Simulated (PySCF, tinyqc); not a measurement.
Inside a calculation. Method: CISD on RHF in the sto-6g basis, for H4, spin multiplicity 1. The lowest restricted solution is unstable here: a spin-polarised one lies 0.0768 hartree lower (PySCF). One step of it, computed by the program tinyqc.

Task: CISD: roots. Diagonalise (each vector has its largest component positive (the first on a tie)); all determinants have Ms = 0, so triplets appear too. The lowest singlet root is the correlation energy.

Occupation strings over the orbitals (2 doubly, a alpha, b beta, 0 empty; spin orbitals ordered 1a 1b 2a 2b ...): 2200 aabb 2020 abab 2002 abba baab 0220 baba 0202 bbaa

H - E(HF) between determinants (hartree):
```
           2200       aabb       2020       abab       2002       abba       baab       0220
2200   0.000000  -0.029815   0.099670  -0.097147   0.136170   0.126961   0.126961   0.121363
aabb  -0.029815   0.592255   0.097147  -0.099670  -0.126961  -0.136170  -0.121363  -0.126961
2020   0.099670   0.097147   0.364695   0.063793   0.174930  -0.160939  -0.160939   0.156819
abab  -0.097147  -0.099670   0.063793   0.666471   0.160939  -0.174930  -0.156819   0.160939
2002   0.136170  -0.126961   0.174930   0.160939   0.725597  -0.033978  -0.033978   0.000000
abba   0.126961  -0.136170  -0.160939  -0.174930  -0.033978   0.729631   0.000000  -0.033978
baab   0.126961  -0.121363  -0.160939  -0.156819  -0.033978   0.000000   0.729631  -0.033978
0220   0.121363  -0.126961   0.156819   0.160939   0.000000  -0.033978  -0.033978   0.734954
baba  -0.097147  -0.094703   0.063793   0.000000   0.160939  -0.156819  -0.174930   0.160939
0202   0.094703   0.097147   0.000000   0.063793   0.156819  -0.160939  -0.160939   0.174930
bbaa  -0.029815   0.000000   0.097147  -0.094703  -0.126961  -0.121363  -0.136170  -0.126961

           baba       0202       bbaa
2200  -0.097147   0.094703  -0.029815
aabb  -0.094703   0.097147   0.000000
2020   0.063793   0.000000   0.097147
abab   0.000000   0.063793  -0.094703
2002   0.160939   0.156819  -0.126961
abba  -0.156819  -0.160939  -0.121363
baab  -0.174930  -0.160939  -0.136170
0220   0.160939   0.174930  -0.126961
baba   0.666471   0.063793  -0.099670
0202   0.063793   0.987703   0.097147
bbaa  -0.099670   0.097147   0.592255
```

Give: lowest roots of this matrix, relative to E(HF); lowest vectors; <S^2> of these roots; weight of the ground state by excitation level 0, 1, 2, ....

Result:

lowest roots of this matrix, relative to E(HF) (hartree): -0.1416  0.0803  0.1403  0.5556  0.5900  0.6627  0.7307  0.7356

lowest vectors:
```
       root 1   root 2  root 3   root 4
2200   0.9094   0.1035  0.0000   0.2926
aabb   0.0197  -0.2471  0.4082   0.2264
2020  -0.2316   0.6742  0.0000   0.6336
abab   0.1289   0.1237  0.4082  -0.2716
2002  -0.1317  -0.4019  0.0000   0.2434
abba  -0.1486   0.1235  0.4082   0.0452
baab  -0.1486   0.1235  0.4082   0.0452
0220  -0.1177  -0.3811  0.0000   0.3472
baba   0.1289   0.1237  0.4082  -0.2716
0202  -0.1001   0.2115  0.0000  -0.2810
bbaa   0.0197  -0.2471  0.4082   0.2264
```

<S^2> of these roots: 0.0000  0.0000  6.0000  0.0000  2.0000  2.0000  0.0000  2.0000

weight of the ground state by excitation level 0, 1, 2, ...: 0.8270  0.0000  0.1730

The reference has a weight of only 0.83: one determinant is a poor start here.
